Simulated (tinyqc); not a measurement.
Inside a calculation. Model: energy and delay of logic against supply voltage.

Numbers from tinyqc (`OMP_NUM_THREADS=1 python tinyqc.py 2082081 2082082 out.jsonl`; about 0.01 s on one thread of a shared Intel Xeon 2.30GHz). Printed values are rounded.

One expression serves below and above threshold: I(Vg) = Ik [ln(1 + exp((Vg - VT + dd V)/(al nf Vt)))]^al, with I_on = I(V) and I_off = I(0). Gate delay td = kd C V/I_on, clock period LD td. Per gate and cycle the switching energy is act C V^2 and the leakage energy I_off V LD td. No short-circuit current, no variation. Minima are sought above 0.09 V; below a few Vt gates no longer switch and the model has no meaning.

Parameters, values chosen for the exercise; values of the order met in logic technologies: temperature T = 300 K; threshold voltage at zero drain bias VT = 0.31 V; slope factor nf = 1.31; barrier lowering per volt of supply dd = 0.08; specific current of a gate Ik = 0.65 uA; exponent of the current law al = 1.85; load capacitance of a gate C = 3.8 fF; delay factor kd = 0.9; logic depth LD = 40; activity factor act = 0.01; supply voltage V = 0.41 V.

Constants: q = 1.602176634e-19 C, kB = 1.380649e-23 J/K, Vt = kB T/q. Results are converted to the units shown.

## Currents, delay and energies

I_on, I_off, td, clock frequency 1/(LD td), both energies and their sum.

I_on = 2.873217 uA
I_off = 0.1792046 nA
td = 488.0244 ps
clock frequency = 0.05122694 GHz
switching energy = 6.387800 aJ
leakage energy = 1.434282 aJ
energy = 7.822082 aJ

I_on/I_off = 16000; leakage makes up 18.3 % of the energy.

## Starting value

V = 0.38 V.

V at the start = 0.38 V

## Iteration 1: new V

Minimum-energy supply: E(V) is the energy per gate and cycle; with h = 0.001 V, E' = (E(V + h) - E(V - h))/(2 h), E'' = (E(V - h) - 2 E(V) + E(V + h))/h^2, V(new) = V - E'/E''.

E' = 16.29290 aJ/V
E'' = 275.9160 aJ/V^2
V after iteration 1 = 0.3209498 V

## Iteration 2: new V

As before.

E' = -9.617902 aJ/V
E'' = 678.5851 aJ/V^2
V after iteration 2 = 0.3351233 V

## Course of the iteration

Stop when the step is below 1e-9 V, or after 40 iterations.

Course of the iteration:
```
iteration  V before the step (V)   step (V)
1                           0.38    -0.0591
2                      0.3209498     0.0142
3                      0.3351233    1.98e-3
4                      0.3371012    3.25e-5
5                      0.3371338    7.71e-9
6                      0.3371338  -2.06e-13
```

Converged in 6 iterations. There leakage makes up 36.8 % of the energy and the clock runs at 20.2 MHz.
